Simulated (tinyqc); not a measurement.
Mobility and doping from two currents.

Problem. A trap-free film with injecting contacts is fitted, with diffusion neglected, by J = q mu N V/Lf + (9/8) eps0 eps_r mu V^2/Lf^3. Find mu, N and the voltage at which both terms are equal.

Parameters, values chosen for the exercise:

| symbol | value | unit | meaning |
|---|---|---|---|
| eps_r | 12.7 |  | relative permittivity |
| Lf | 270 | nm | film thickness |

Constants: q = 1.602176634e-19 C, eps0 = 8.8541878128e-14 F/cm where lengths are in cm. Results are converted to the units shown.

J at 3.2 and 20 V (A/cm^2): [5.2191035, 73.649873]

Answer. J/V is a straight line in V: the slope gives mu and the intercept mu N.

mu = 0.001900 cm^2/(V s)
N = 1.100e17 cm^-3
crossover voltage = 10.16 V

tinyqc, about 0.2 s, one thread, Intel Xeon 2.30GHz (shared host): `OMP_NUM_THREADS=1 python tinyqc.py 2730114 2730115 out.jsonl`
